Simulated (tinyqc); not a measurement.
Inside a calculation. Method: Pariser-Parr-Pople SCF with singles CI, for the molecule O=c1c(O)ccccc1F (SMILES; centres numbered as the heavy atoms are written). One step of it, computed by the program tinyqc.

Question. PPP integrals. Mataga-Nishimoto: gamma = 14.399645/(R + a), a = 2 x 14.399645/(gamma_rr + gamma_ss); H_rr = -W_r - sum_(s != r) z_s gamma_rs; H_rs = beta for bonds.

Centres (angstrom, eV; a flat drawing with bonds scaled to 1.40 angstrom):
```
centre          x          y  core charge z          W   gamma_rr
1O       2.336000   0.000000              1  17.700000  15.200000
2C       0.936000   0.000000              1  11.160000  11.130000
3C       0.329000   1.261000              1  11.160000  11.130000
4O       1.202000   2.356000              2  33.000000  21.500000
5C      -1.036000   1.573000              1  11.160000  11.130000
6C      -2.131000   0.700000              1  11.160000  11.130000
7C      -2.131000  -0.700000              1  11.160000  11.130000
8C      -1.036000  -1.573000              1  11.160000  11.130000
9C       0.329000  -1.261000              1  11.160000  11.130000
10F      1.202000  -2.356000              2  39.000000  21.400000
```

Resonance integrals (eV):
```
i   j       beta
1   2  -2.510000
2   3  -2.390000
3   4  -2.240000
3   5  -2.390000
5   6  -2.390000
6   7  -2.390000
7   8  -2.390000
8   9  -2.390000
9  10  -2.100000
9   2  -2.390000
```

Give: repulsion gamma_rs; core matrix H.

Answer.

repulsion gamma_rs (eV), order 1O, 2C, 3C, 4O, 5C, 6C, 7C, 8C, 9C, 10F:
```
[[15.200, 5.774, 4.157, 4.236, 2.991, 2.564, 2.564, 2.991, 4.157, 4.233],
 [5.774, 11.130, 5.347, 4.426, 3.773, 3.243, 3.243, 3.773, 5.347, 4.422],
 [4.157, 5.347, 11.130, 6.307, 5.345, 3.773, 3.243, 3.244, 3.774, 3.126],
 [4.236, 4.426, 6.307, 21.500, 4.426, 3.127, 2.664, 2.664, 3.128, 2.675],
 [2.991, 3.773, 5.345, 4.426, 11.130, 5.345, 3.773, 3.243, 3.244, 2.663],
 [2.564, 3.243, 3.773, 3.127, 5.345, 11.130, 5.346, 3.773, 3.243, 2.663],
 [2.564, 3.243, 3.243, 2.664, 3.773, 5.346, 11.130, 5.345, 3.773, 3.126],
 [2.991, 3.773, 3.244, 2.664, 3.243, 3.773, 5.345, 11.130, 5.345, 4.422],
 [4.157, 5.347, 3.774, 3.128, 3.244, 3.243, 3.773, 5.345, 11.130, 6.300],
 [4.233, 4.422, 3.126, 2.675, 2.663, 2.663, 3.126, 4.422, 6.300, 21.400]]
```

core matrix H (eV), order 1O, 2C, 3C, 4O, 5C, 6C, 7C, 8C, 9C, 10F:
```
[[-59.837, -2.510, 0.000, 0.000, 0.000, 0.000, 0.000, 0.000, 0.000, 0.000],
 [-2.510, -59.356, -2.390, 0.000, 0.000, 0.000, 0.000, 0.000, -2.390, 0.000],
 [0.000, -2.390, -58.909, -2.240, -2.390, 0.000, 0.000, 0.000, 0.000, 0.000],
 [0.000, 0.000, -2.240, -69.329, 0.000, 0.000, 0.000, 0.000, 0.000, 0.000],
 [0.000, 0.000, -2.390, 0.000, -53.051, -2.390, 0.000, 0.000, 0.000, 0.000],
 [0.000, 0.000, 0.000, 0.000, -2.390, -50.028, -2.390, 0.000, 0.000, 0.000],
 [0.000, 0.000, 0.000, 0.000, 0.000, -2.390, -50.027, -2.390, 0.000, 0.000],
 [0.000, 0.000, 0.000, 0.000, 0.000, 0.000, -2.390, -53.047, -2.390, 0.000],
 [0.000, -2.390, 0.000, 0.000, 0.000, 0.000, 0.000, -2.390, -58.897, -2.100],
 [0.000, 0.000, 0.000, 0.000, 0.000, 0.000, 0.000, 0.000, -2.100, -75.305]]
```
